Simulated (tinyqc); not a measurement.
# Inputs raised by 10 %, one at a time

Model: ion-assisted plasma etching: sheath, surface coverage, synergy and aspect-ratio dependence. Computed by tinyqc, a small Python program. Command: `OMP_NUM_THREADS=1 python tinyqc.py 3028249 3028250 out.jsonl etch sens`. One thread of a shared host (Intel(R) Xeon(R) Processor @ 2.30GHz), about 0.01 s of CPU time with the checks.

Radicals adsorb on bare sites; ions remove covered sites with a high yield and bare sites by sputtering; a slow spontaneous reaction acts everywhere, walls included.

Inputs (values chosen for the exercise, close to those used for silicon in a halogen plasma):
```
quantity                                value       unit
plasma density n_e                    6.7e+09     1/cm^3
electron temperature T_e                  3.7         eV
ion mass M_i                               80          u
sheath voltage V                           60          V
radical density n                       2e+13     1/cm^3
radical mass M_n                           80          u
gas temperature T_g                       500          K
sticking coefficient s                  0.066          -
radicals per removed unit x                 3          -
yield slope b                            0.17  eV^(-1/2)
threshold E_th                             17         eV
sputter slope b_p                       0.025  eV^(-1/2)
sputter threshold E_p                      39         eV
spontaneous reaction probability k_c   0.0013          -
solid density N                         5e+22     1/cm^3
ion temperature T_i                      0.52         eV
aspect ratio A                              3          -
```

Feature: round hole.

Constants: e = 1.602176634e-19 C; u = 1.6605390666e-27 kg; k_B = 1.380649e-23 J/K; eps_0 = 8.8541878128e-12 F/m.

Method:
- Bohm speed u_B = sqrt(e T_e/M_i); ion flux G_i = 0.61 n_e u_B; radical flux G_n = n c/4 with c = sqrt(8 k_B T_g/(pi M_n)).
- Debye length lambda_D = sqrt(eps_0 T_e/(e n_s)) with n_s = 0.61 n_e, T_e in volts; Child-law sheath d = (sqrt2/3) lambda_D (2 V/T_e)^(3/4); ion energy E = V + T_e/2; angular spread = arctan(sqrt(T_i/E)).
- Yields: Y = b (sqrt(E) - sqrt(E_th)) on covered sites, Y_p = b_p (sqrt(E) - sqrt(E_p)) on bare ones (zero below threshold).
- Steady coverage: s G_n (1 - theta) = x Y G_i theta; removal flux = Y G_i theta + Y_p G_i (1 - theta) + k_c G_n; rate = flux/N, 1 cm/s = 6e8 nm/min.
- Lateral rate = k_c G_n/N; anisotropy = 1 - lateral/vertical; synergy = vertical/(ions alone + radicals alone), with ions alone Y_p G_i/N and radicals alone the lateral rate.
- Transmission of a round hole: K = 1/(1 + 3A/4), walls that scatter diffusely without loss. With a loss probability S = s (1 - theta) at the floor, G_b/G_n = K/(K + S - K S); theta follows G_b, and the two are solved together. Ions are taken to reach the floor unshadowed; G_b replaces G_n in every term of the rate; A is depth over diameter.

Runs:
```
input moved                                 from          to  vertical rate (nm/min)  floor rate over open-field rate  sheath thickness (um)  synergy
base run                                       -           -                   8.682                           0.9928                   1433    2.666
plasma density n_e (1/cm^3)           6700000000  7370000000                   9.196                           0.9923                   1366    2.788
electron temperature T_e (eV)                3.7        4.07                   8.951                           0.9926                   1399    2.729
sheath voltage V (V)                          60          66                   9.201                           0.9924                   1539    2.744
radical density n (1/cm^3)                 2e+13     2.2e+13                   9.026                           0.9932                   1433    2.549
sticking coefficient s                     0.066      0.0726                   8.743                           0.9929                   1433    2.684
spontaneous reaction probability k_c      0.0013     0.00143                   8.966                           0.9924                   1433    2.532
ion mass M_i (u)                              80          88                   8.440                           0.9930                   1433    2.607
```

Exponents ln(y'/y) / ln(x'/x):
```
input                                 vertical rate  floor rate over open-field rate  sheath thickness  synergy
plasma density n_e                            0.603                           -0.005             -0.50    0.468
electron temperature T_e                      0.320                           -0.002             -0.25    0.244
sheath voltage V                              0.609                           -0.004              0.75    0.302
radical density n                             0.408                            0.004              0.00   -0.469
sticking coefficient s                        0.072                            0.001              0.00    0.072
spontaneous reaction probability k_c          0.337                           -0.004              0.00   -0.539
ion mass M_i                                 -0.298                            0.002              0.00   -0.235
```

Among the inputs moved here: vertical rate answers most in size to sheath voltage V (exponent +0.609), and about equally to plasma density n_e (+0.603). Floor rate over open-field rate answers most in size to plasma density n_e (exponent -0.005). Sheath thickness answers most in size to sheath voltage V (exponent +0.750), next to plasma density n_e (-0.500); its exponent is below 0.0005 for radical density n, sticking coefficient s, spontaneous reaction probability k_c, ion mass M_i. Its exponent -0.500 in plasma density n_e: the sheath scales with the Debye length. Its exponent -0.250 in electron temperature T_e: lambda_D grows as T_e^(1/2) and the voltage factor falls as T_e^(-3/4). Synergy answers most in size to spontaneous reaction probability k_c (exponent -0.539), next to radical density n (-0.469).
